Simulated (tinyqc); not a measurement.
Lifetime against injection: Shockley-Read-Hall recombination through one deep level.

One level at Et with degeneracy 1: tn = 1/(sn vth Nt), tp = 1/(sp_ vth Nt), n1 = Nc exp((Et - Eg)/kT), p1 = Nv exp(-Et/kT), ni^2 = n1 p1. Equilibrium p0 = Nm, n0 = ni^2/Nm; n = n0 + dn, p = p0 + dn. U = (n p - ni^2)/(tp (n + n1) + tn (p + p1)), lifetime dn/U; emission rates en = sn vth n1, ep = sp_ vth p1.

Constants: kB = 8.617333262e-05 eV/K.

Inputs chosen for the exercise (gap and densities of states near those of Si at this temperature; the results hold for these values, not for the real material): Eg = 1.128 eV (gap); Nc = 2.7e+19 1/cm^3 (conduction-band density of states); Nv = 1.12e+19 1/cm^3 (valence-band density of states); T = 300 K; Et = 0.73 eV (recombination level above Ev); Nt = 1.3e+13 1/cm^3 (defects); sn = 2e-14 cm^2 (electron capture cross-section); sp_ = 2.6e-14 cm^2 (hole capture cross-section); vth = 15000000 cm/s (thermal velocity, both carriers); Nm = 1.4e+16 1/cm^3 (equilibrium holes for the lifetime steps).

Recombination:
```
dn (1/cm^3),lifetime (microsecond),U (1/(cm^3 s))
1.0e+11,0.2565,3.90e+17
1.0e+12,0.2565,3.90e+18
1.0e+13,0.2566,3.90e+19
1.0e+14,0.2579,3.88e+20
1.0e+15,0.2696,3.71e+21
1.0e+16,0.3386,2.95e+22
1.0e+17,0.4294,2.33e+23
1.0e+18,0.4509,2.22e+24
```

What can be read from this table?

The lifetime rises from 0.2565 to 0.4509 microsecond; tn + tp = 0.4536. At low injection it is tn (1 + p1/p0) + tp n1/p0 with n1/Nm = 0.0004 and p1/Nm = 4.4e-10: re-emission is negligible, so minority capture alone counts. Auger and radiative paths are left out; they cut in at the highest injections, and in a doped direct-gap crystal the radiative one counts at all injections. dn = dp neglects trapped charge, which matters where the traps hold a charge comparable with dn, at low injection and with very unequal cross sections.

tinyqc: `OMP_NUM_THREADS=1 python tinyqc.py 1651066 1651067 out.jsonl`; about 0.01 s, one thread, shared Intel(R) Xeon(R) Processor @ 2.30GHz.
